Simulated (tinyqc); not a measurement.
Worked calculation: free and nearly free electrons in a metal. Values are carried at full precision from step to step, so a last printed digit may differ when a step is redone from the rounded ones.

The cubic cell holds 4 atoms: n = 4 z/a^3, kF = (3 pi^2 n)^(1/3), EF = c kF^2/m, vF = 2 c kF/(m hbar), c = hbar^2/2m0; rs = (3/(4 pi n))^(1/3)/a0; D(EF) = 3 n/(2 EF).

Constants: hbar^2/2m0 = 3.80998211 eV angstrom^2; hbar = 6.58211957e-16 eV s; a0 (Bohr radius) = 0.5291772105 angstrom; kB = 8.617333262e-05 eV/K.

Parameters, chosen for this exercise (near those of Cu, whose d bands this model ignores; shifted at random, so the results belong to these values and not to a real crystal): a = 3.591 angstrom (fcc lattice constant); z = 1 (free electrons an atom); m = 1 m0 (mass); rho = 1.84 micro-ohm cm (bulk resistivity); T = 320 K; V = 0.92 eV (|V_G| for G = (111)); x = 0.98 (k along G as a share of |G|/2).

## The Fermi sphere

Evaluate the free-electron quantities.

n = 0.08638 1/angstrom^3
kF = 1.3676 1/angstrom
EF = 7.125 eV
vF = 1.583e+06 m/s
rs = 2.652
D(EF) per atom = 0.2105 1/eV

## Relaxation time and mean free path

Drude: 1/rho = n e^2 tau/(m m0) with e = 1.602176634e-19 C and m0 = 9.1093837e-31 kg; mean free path l = vF tau; rho l = hbar kF/(n e^2) = 12 pi^3 hbar/(e^2 S) with S = 4 pi kF^2 does not depend on tau or m.

Use SI units: n in 1/m^3 (1e30 per 1/angstrom^3), rho in ohm m (1e-8 per micro-ohm cm).

tau = 22.33 fs
l = 35.35 nm
rho l = 6.504 1e-16 ohm m^2

Wires lose conductivity to surfaces and grain boundaries, with an excess that scales as rho l over the width and is of the order of rho itself at a width of l = 35 nm.

## Thermal quantities

gamma = (pi^2/3) kB^2 D(EF) per atom, times 96485.33 x 1e3 for mJ/(mol K^2); mu(T) = EF (1 - (pi kB T/EF)^2/12); Wiedemann-Franz kappa = L0 T/rho with L0 = (pi^2/3) (kB/e)^2, kB/e in V/K.

gamma = 0.496 mJ/(mol K^2)
mu - EF = -0.0878 meV
kappa = 425 W/(m K)

## The sphere against the zone faces

Take G = (hkl) 2 pi/a for (111), (200) and (220), with the number of equivalent faces. The Bragg plane of G lies at |G|/2 with |G| = (2 pi/a) sqrt(h^2 + k^2 + l^2). Where kF exceeds it, the sphere cuts the plane in a circle of radius sqrt(kF^2 - G^2/4).

Distance and circle for each G:
```
G      faces  |G|/2 (1/angstrom)  kF/(|G|/2)  circle radius
(111)      8              1.5153      0.9025              -
(200)      6              1.7497      0.7816              -
(220)     12              2.4745      0.5527              -
```

The sphere stays inside the first zone; it reaches 0.903 of the way to the nearest faces.

## Two plane waves near the face

Two plane waves k and k - G, G = (111) (2 pi/a): H = [[c k^2/m, V], [V, c (k - G)^2/m]] with c = hbar^2/2m0.

Build H for k along G, diagonalise, and give the weight of the first wave in the lower state and its velocity along G relative to a free electron, (w k + (1 - w)(k - G))/k.

H (eV):
$$\begin{pmatrix}
8.4017 & 0.9200 \\
0.9200 & 9.1015
\end{pmatrix}$$

levels (eV): [7.7673, 9.7359]

w = 0.6778
v/v_free = 0.3424

The splitting is 1.969 eV here and 2V = 1.84 eV on the face, where the normal velocity vanishes. There the lower band lies at 7.828 eV, above the free EF of 7.125 eV, so the Fermi surface does not reach the face. The real noble metals have necks on these faces, through a gap of 4 to 5 eV at L and their d bands.

## Checks

- Lower level against the closed form of the 2 x 2 problem (eV): both 7.7673.
- The product rho l against hbar kF/(n e^2) (1e-16 ohm m^2): both 6.504.

(tinyqc, `OMP_NUM_THREADS=1 python tinyqc.py 1680307 1680308 out.jsonl`, Intel(R) Xeon(R) Processor @ 2.30GHz, 1 thread, shared host, about 0.01 s.)
